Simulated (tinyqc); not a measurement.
# Level and width from two currents at zero temperature

Inverse problem. In a resonant-tunnelling diode at zero temperature a sharp resonance at Er = E0 - alpha V between the emitter band edge and Ef carries J = K (pi/2) G Tp (Ef - Er), K = q^3 mw m0/(2 pi^2 hbar^3) (times 1e-4 for A/cm^2 per eV^2), with G its full width and Tp its peak transmission, G Tp taken as constant, and no back flow. Find G Tp and E0.

Inputs (values chosen for the exercise); masses and offsets of a made-up heterostructure:
```
symbol,value,unit,meaning
mw,0.16,m0,"mass in the well, spacer and contacts"
Ef,0.061,eV,Fermi energy of both contacts above their band edges
alpha,0.5,,share of the bias at the well
```

Constants: q = 1.602176634e-19 C, hbar = 1.054571817e-34 J s, m0 = 9.1093837015e-31 kg. Results are converted to the units shown.

J at V = 0.13 and 0.21 V (kA/cm^2): [94.197715, 408.19010]

Answer. J is linear in V: the slope gives G Tp, and the onset V0, where the line meets zero, gives E0 = Ef + alpha V0.

G Tp = 1.930 meV
E0 = 0.1140 eV

Numbers from tinyqc (`OMP_NUM_THREADS=1 python tinyqc.py 2600132 2600133 out.jsonl`; about 0.1 s on one thread of a shared Intel Xeon 2.30GHz).
